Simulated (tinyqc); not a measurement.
Worked calculation: molecular dynamics of a small cluster by velocity Verlet steps. Computed by tinyqc, a small Python program that keeps every step. Command: `OMP_NUM_THREADS=1 python tinyqc.py 3026771 3026772 out.jsonl verlet walk`. One thread of a shared host (Intel(R) Xeon(R) Processor @ 2.30GHz), about 0.2 s of CPU time with the checks. Intermediate numbers are printed to about 7 digits and carried at full precision; extremes and crossings named in words are read from the listed rows.

E = sum_i {sum_j A exp(-p (r_ij/r0 - 1)) - xi sqrt(rho_i)}, rho_i = sum_j exp(-2 q (r_ij/r0 - 1)); the force on i is -sum_j w_ij (R_i - R_j)/r_ij with w_ij = -(2p/r0) A exp(-p (r_ij/r0 - 1)) + (xi q/r0) exp(-2 q (r_ij/r0 - 1)) (rho_i^(-1/2) + rho_j^(-1/2)).

Inputs (values chosen for the exercise, for model atoms):

| quantity | value | unit |
|---|---|---|
| length r0 | 3 | angstrom |
| repulsion A | 0.13 | eV |
| hopping xi | 1.87 | eV |
| decay p | 10.9 | - |
| decay q | 2.62 | - |
| atomic mass M | 126 | u |
| time step dt | 7.6 | fs |
| steps | 300 | - |
| target temperature T0 | 300 | K |
| coupling time tau | 50 | fs |

Potential: Gupta. Thermostat: Berendsen.

starting positions (angstrom):
```
           x      y      z
atom 1  0.03   0.01   0.01
atom 2  2.83  -0.05      0
atom 3  1.42   2.38  -0.05
```

starting velocities (angstrom/fs):
```
               x         y         z
atom 1    0.0003   0.00068  -0.00091
atom 2  -0.00048   0.00067   -0.0011
atom 3   0.00018  -0.00136   0.00201
```

Constants: 1 eV/(angstrom u) = 9.648533212e-03 angstrom/fs^2; k_B = 8.617333262e-05 eV/K.

## State at the start

Velocity Verlet: a = c F/M with c = 9.648533212e-3 angstrom/fs^2 per eV/(angstrom u); R(new) = R + v dt + a dt^2/2; v(new) = v + (a + a(new)) dt/2. Kinetic energy K = M v^2/(2c); temperature T = 2K/((3N - 3) k_B), rotation of the cluster included. After each step v is scaled by sqrt(1 + (dt/tau)(T0/T - 1)).

forces (eV/angstrom):
```
                x          y          z
atom 1   1.071739   0.492345  -0.015646
atom 2  -1.174329   0.707771  -0.011461
atom 3   0.102590  -1.200116   0.027106
```

potential energy = -7.862496 eV

kinetic energy = 0.06001842 eV

temperature = 232.1616 K

## Step 1

The formulas are those given above.

positions after step 1 (angstrom):
```
               x          y          z
atom 1  0.034650   0.016257   0.003049
atom 2  2.823755  -0.043343  -0.008385
atom 3  1.421595   2.367010  -0.034664
```

new forces (eV/angstrom):
```
                x          y          z
atom 1   0.951984   0.395649  -0.009500
atom 2  -1.064709   0.625598  -0.003746
atom 3   0.112725  -1.021247   0.013246
```

velocities after step 1 (angstrom/fs):
```
                   x             y             z
atom 1   0.000877347   0.000926221  -0.000905417
atom 2  -0.001116853   0.001044268  -0.001090097
atom 3   0.000239506  -0.001980360   0.001995514
```

total energy = -7.805509 eV

## Step 2

The formulas are those given above.

positions after step 2 (angstrom):
```
               x          y          z
atom 1  0.043423   0.024171  -0.003853
atom 2  2.812912  -0.034023  -0.016678
atom 3  1.423664   2.349701  -0.019469
```

new forces (eV/angstrom):
```
                 x           y           z
atom 1   0.7512765   0.2469589  -0.0045085
atom 2  -0.8770317   0.4926034   0.0022039
atom 3   0.1257552  -0.7395623   0.0023046
```

velocities after step 2 (angstrom/fs):
```
                   x             y             z
atom 1   0.001329432   0.001077908  -0.000880650
atom 2  -0.001628537   0.001326214  -0.001055961
atom 3   0.000299104  -0.002413680   0.001936610
```

total energy = -7.814624 eV

## Fastest vibration

Relax the cluster, diagonalise the Hessian (central differences): omega_max = sqrt(c lambda_max/M). Verlet steps are stable for omega_max dt < 2.

omega_max = 0.04408148 1/fs

shortest period = 142.5357 fs

omega_max dt = 0.3350192

The step is 1/18.8 of the shortest period.

## The trajectory

Spread = largest minus smallest value. The test of the step is the spread (largest minus smallest) of the total energy over the run without thermostat, against the spread of K; the step passes below 5 %. The mean T is over the second half.

Course of the run (evenly spaced rows):

| step | t (fs) | U (eV) | K (eV) | U + K (eV) | T (K) |
|---|---|---|---|---|---|
| 0 | 0.0 | -7.862496 | 0.0600184 | -7.802478 | 232.1616 |
| 21 | 159.6 | -7.947864 | 0.0951391 | -7.852725 | 368.0146 |
| 42 | 319.2 | -7.988309 | 0.1092464 | -7.879063 | 422.5840 |
| 63 | 478.8 | -7.980076 | 0.0886546 | -7.891421 | 342.9313 |
| 84 | 638.4 | -7.950665 | 0.0614569 | -7.889208 | 237.7259 |
| 105 | 798.0 | -7.973683 | 0.0792812 | -7.894402 | 306.6735 |
| 126 | 957.6 | -7.986457 | 0.0866646 | -7.899792 | 335.2336 |
| 147 | 1117.2 | -7.983695 | 0.0819764 | -7.901718 | 317.0988 |
| 168 | 1276.8 | -7.973430 | 0.0695478 | -7.903882 | 269.0228 |
| 189 | 1436.4 | -7.966471 | 0.0668279 | -7.899643 | 258.5020 |
| 210 | 1596.0 | -7.975933 | 0.0787637 | -7.897169 | 304.6716 |
| 231 | 1755.6 | -7.990603 | 0.0851137 | -7.905489 | 329.2343 |
| 252 | 1915.2 | -7.986319 | 0.0800959 | -7.906223 | 309.8247 |
| 273 | 2074.8 | -7.985653 | 0.0802143 | -7.905439 | 310.2827 |
| 294 | 2234.4 | -7.979491 | 0.0725374 | -7.906954 | 280.5871 |

spread of the total energy = 0.004580855 eV

spread of the total over spread of K = 0.03038214

mean temperature = 300.8060 K

The total energy keeps within 3.0 % of the swings of K, so the step passes. With the thermostat the mean T is 301 K, against the target 300 K; the scaling adds or removes energy, so U + K is not conserved in the table.

## Energy conservation against the time step

Velocity Verlet: a = c F/M with c = 9.648533212e-3 angstrom/fs^2 per eV/(angstrom u); R(new) = R + v dt + a dt^2/2; v(new) = v + (a + a(new)) dt/2. Kinetic energy K = M v^2/(2c); temperature T = 2K/((3N - 3) k_B), rotation of the cluster included. Runs without thermostat over the same span of time, steps x dt; spread = largest minus smallest value. For contrast, the energy gained over the first 30 dt (dt of the inputs) by explicit Euler steps: R(new) = R + v dt, v(new) = v + a dt.

Energy error (eV):

| dt (fs) | omega_max dt | Verlet, spread of U + K | Euler, gain in U + K |
|---|---|---|---|
| 0.95 | 0.041877 | 7.219040e-05 | 0.07497 |
| 1.90 | 0.083755 | 2.882926e-04 | 0.18883 |
| 3.80 | 0.167510 | 1.157585e-03 | 0.61856 |
| 7.60 | 0.335019 | 4.580855e-03 | 2.87803 |
| 15.20 | 0.670038 | 1.856197e-02 | 4.92399 |
| 22.80 | 1.005058 | 4.503752e-02 | 19.82820 |

The Verlet error grows as dt^2.00 between the first rows, the second order of the method. Euler steps gain energy steadily: over that short span the gain in the first row is already 1000 times the Verlet spread of the whole run, and it grows as dt^1.33, tending to the first order of that method as dt shrinks. Caution: where the Euler gain approaches or exceeds the binding energy the cluster has blown apart.

Checks made by the program: time reversal over 50 steps (relative difference below 1e-10).
